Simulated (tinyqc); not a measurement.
Tight binding, dimerised chain, step by step. One step of it, computed by the program tinyqc.

Question. Open chain of 3 cells. The same hoppings without the wrap-around bond.

H of the open chain (eV), lower triangle:
```
           1          2          3          4          5         6
1   0.000000
2  -1.300000   0.000000
3   0.000000  -0.600000   0.000000
4   0.000000   0.000000  -1.300000   0.000000
5   0.000000   0.000000   0.000000  -0.600000   0.000000
6   0.000000   0.000000   0.000000   0.000000  -1.300000  0.000000
```

Give: levels; weights of the highest filled level on the sites.

Answer.

levels (eV): -1.7547  -1.3692  -0.9144  0.9144  1.3692  1.7547

weights of the highest filled level on the sites: 0.1857  0.0919  0.2225  0.2225  0.0919  0.1857

The bulk gap runs from -0.7000 to 0.7000 eV; no level of this chain lies inside it.
